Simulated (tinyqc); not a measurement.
## Density and mobility of a removed layer (differential Hall)

Question. For layers in parallel the sheet conductance g = 1/Rs and the product g mu_H (mu_H signed, unit Hall factors) are additive. Find the sheet density and mobility of the layer that was removed, and its share of the conductance.

Constants: q = 1.602176634e-19 C. Results are converted to the units shown.

Rs before and after removing the top layer (ohm/square): 12.797845  23.759075
apparent mobility before and after, signed (cm^2/(V s)): -157.77937  -370

Solution. The differences give g1 = q n mu and g1 mu = q n mu^2; their ratio is mu and g1^2/(q g1 mu) is n.

sheet density = 2.50e15 cm^-2
mobility = 90.0 cm^2/(V s)
share of the conductance = 46.1 %

tinyqc, about 0.01 s, one thread, Intel Xeon 2.30GHz (shared host): `OMP_NUM_THREADS=1 python tinyqc.py 2850223 2850224 out.jsonl`
